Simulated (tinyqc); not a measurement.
Worked calculation: one-electron ion in a basis of Gaussians. One step of it, computed by the program tinyqc.

Problem. Matrices over normalised Gaussians. With p = a_i + a_j and I(k) = Gamma((k+1)/2) / (2 p^((k+1)/2)): S = I(2l+2), T = (2l+3) a_i a_j S / p, V = -Z I(2l+1), each divided by sqrt(S_ii S_jj).

exponents of r^l exp(-a r^2) (1/bohr^2): 0.671100  0.947100

Z = 4

l = 0

Give: S; T; V.

Solution.

S:
```
        1       2
1  1.0000  0.9781
2  0.9781  1.0000
```

T (hartree):
```
        1       2
1  1.0067  1.1525
2  1.1525  1.4206
```

V (hartree):
```
         1        2
1  -5.2291  -5.6158
2  -5.6158  -6.2120
```
